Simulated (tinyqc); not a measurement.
p-type polysilicon, carrier trapping at grain boundaries: effect of the doping.

One-dimensional grains of size Lg, uniform ionised doping N, monovalent traps Qt at each boundary at a depth Et below (for electrons) or above (for holes) the band edge there, abrupt depletion of width W on each side of a boundary, Boltzmann statistics. xi is the distance from the band edge at the grain centre to the Fermi level. Trapped charge Qt/(1 + exp((xi + VB - Et)/Vt)) = 2 N W, barrier VB = q N W^2/(2 eps0 eps_r).

If the trap equation with xi = Vt ln(NB/N) has a root W < Lg/2, the grain is partly depleted; otherwise W = Lg/2 and the trap equation gives xi = Et - VB + Vt ln(Qt/(N Lg) - 1). N* = Qt/Lg. n0 = NB exp(-xi/Vt); mean density n0 (1 - 2 W/Lg) by charge balance in a partly depleted grain, and n0 (sqrt(pi)/2) erf(u)/u with u = sqrt(VB/Vt) in a fully depleted one; v = sqrt(kB T/(2 pi ms m0)); barrier resistivity Vt exp(VB/Vt)/(q fe n0 v Lg); grain resistivity (1 - 2 W/Lg)/(q n0 mug); effective mobility 1/(q mean density total resistivity). Rows with xi above 0.45 V, towards mid-gap, are left out, since the other carrier type is ignored.

Parameters, values chosen for the exercise; values of the order met in polycrystalline silicon:

| symbol | value | unit | meaning |
|---|---|---|---|
| T | 400 | K | temperature |
| eps_r | 11.7 |  | relative permittivity |
| NB | 4.08e19 | cm^-3 | valence-band density of states at T |
| Lg | 86 | nm | grain size |
| Qt | 1.5e12 | cm^-2 | trap density of a grain boundary |
| Et | 0.39 | eV | depth of the trap level from the majority band edge at the boundary |
| ms | 0.29 | m0 | mass for thermionic emission |
| fe | 0.5 |  | correction factor of the emission rate |
| mug | 53 | cm^2/(V s) | mobility inside the grains |

Constants: q = 1.602176634e-19 C, kB = 1.380649e-23 J/K, m0 = 9.1093837015e-31 kg, Vt = kB T/q, eps0 = 8.8541878128e-14 F/cm where lengths are in cm. Results are converted to the units shown.

Effect of the doping:
```
N (cm^-3)	N/N*	depleted share 2 W/Lg	VB (V)	xi (V)	mean density (cm^-3)	resistivity (ohm cm)	effective mobility (cm^2/(V s))
1.8e16	0.10320	1.0000	0.025737	0.43879	9.6441e13	151.48	427.24
3.9e16	0.22360	1.0000	0.055763	0.37714	4.6715e14	60.528	220.74
8.1e16	0.46440	1.0000	0.11582	0.27910	5.9478e15	20.104	52.197
1.7e17	0.97467	0.80332	0.15686	0.18891	3.3435e16	4.9681	37.575
3.6e17	2.0640	0.46758	0.11254	0.16305	1.9167e17	0.80486	40.459
7.5e17	4.3000	0.23174	0.057590	0.13775	5.7619e17	0.18212	59.481
1.6e18	9.1733	0.10894	0.027149	0.11164	1.4257e18	0.077501	56.487
3.3e18	18.920	0.052842	0.013175	0.086682	3.1256e18	0.037653	53.035
7e18	40.133	0.024915	0.0062129	0.060762	6.8256e18	0.017888	51.119
```

What does the table show?

As N goes from 1.8e16 to 7e18, VB goes from 0.0257 through a maximum of 0.157 (at N = 1.7e17 among the rows listed) to 0.00621 V, the resistivity falls from 151 to 0.0179 ohm cm and the effective mobility moves up and down between 37.6 and 427 cm^2/(V s). The steepest fall of the resistivity among the rows, as N^(-2.4), lies between N = 1.7e17 and 3.6e17 cm^-3; N* = 1.74e17 cm^-3. While the grain is fully depleted VB grows as N; once the traps are full it falls as 1/N. For N = 7e18 xi is under 2.5 Vt, where Boltzmann statistics begin to fail. For N = 1.8e16, 1.6e18, 3.3e18, 7e18 VB is below Vt, where abrupt depletion and thermionic emission are rough. For N = 8.1e16, 1.7e17 the grain is near the changeover between partial and full depletion, within a few Debye lengths, where both limits are rough. For N = 1.8e16, 3.9e16, 7.5e17, 1.6e18, 3.3e18 the effective mobility exceeds mug, since drift through the depleted part of the grain is left out.

tinyqc, about 0.01 s, one thread, Intel Xeon 2.30GHz (shared host): `OMP_NUM_THREADS=1 python tinyqc.py 2830295 2830296 out.jsonl`
